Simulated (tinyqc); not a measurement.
What each parameter does: WKB tunnelling through a gate dielectric with a two-band (Franz) dispersion.

At depth x the conduction edge lies u(x) = phi - V x/t above the electron. Parabolic: kappa = sqrt(m u/c). Franz: kappa = sqrt(m u (1 - u/Eg)/c), which vanishes at both band edges. c = hbar^2/2m0. T = exp(-2 integral of kappa dx) over the region u > 0; no image force, no prefactor, zero transverse momentum. The region ends at x_e = min(t, phi t/V); x_e < t is the Fowler-Nordheim regime.

Constants: hbar^2/2m0 = 3.80998211 eV angstrom^2.

Inputs chosen for the exercise (of the size used for Si3N4 on silicon; the results hold for these values, not for the real material):

| symbol | value | unit | meaning |
|---|---|---|---|
| Eg | 5.08 | eV | gap of the dielectric |
| phi | 1.93 | eV | barrier above the electron energy at the emitter |
| m | 0.43 | m0 | mass at the conduction edge |
| t | 42 | angstrom | thickness |
| V | 0.8 | V | voltage across the layer |

Exponents 2 I in closed form.

One parameter was then changed.

Results before and after:

| case | 2 I parabolic | 2 I Franz | log10 T Franz |
|---|---|---|---|
| base | 34.805 | 29.008 | -12.598 |
| changed | 33.019 | 27.519 | -11.952 |

Which of these changes was made? (a) phi = 2.123 eV; (b) Eg = 4.572 eV; (c) t = 46.2 angstrom; (d) V = 0.88 V; (e) m = 0.387 m0.

Answer: (e) m = 0.387 m0. Of the candidates, run in turn, only this one gives the changed row.

All candidates:

| case | 2 I parabolic | 2 I Franz | log10 T Franz |
|---|---|---|---|
| base | 34.805 | 29.008 | -12.598 |
| Eg = 4.572 eV | 34.805 | 28.288 | -12.285 |
| phi = 2.123 eV | 36.958 | 29.956 | -13.010 |
| m = 0.387 m0 | 33.019 | 27.519 | -11.952 |
| t = 46.2 angstrom | 38.286 | 31.909 | -13.858 |
| V = 0.88 V | 34.319 | 28.744 | -12.484 |

The exponent is linear in t and goes as sqrt(m); Eg enters the two-band form alone.

(tinyqc, `OMP_NUM_THREADS=1 python tinyqc.py 1451075 1451076 out.jsonl`, Intel(R) Xeon(R) Processor @ 2.30GHz, 1 thread, shared host, about 0.01 s.)
